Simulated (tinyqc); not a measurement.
## Contact resistivity and sheet resistance from two contact lengths

Inverse problem. Rc = [sqrt(rc Rsh)/Wc] coth(Lc/(2 LT)), LT = sqrt(rc/Rsh), Wc = 48 nm; the second contact is twice as long as the first. Find LT, rc and Rsh.

Rc for Lc = 23 and 46 nm (ohm): 753.503704  392.693006

Solution. With t = tanh(Lc/(2 LT)) for the shorter contact, the resistance of the longer over that of the shorter is (1 + t^2)/2. Then sqrt(rc Rsh) = Rc t Wc, and rc and Rsh follow by multiplying and dividing by LT.

LT = 55.1 nm
rc = 4.10e-9 ohm cm^2
Rsh = 135 ohm

Numbers from tinyqc (`OMP_NUM_THREADS=1 python tinyqc.py 2170107 2170108 out.jsonl`; about 0.04 s on one thread of a shared Intel Xeon 2.30GHz).
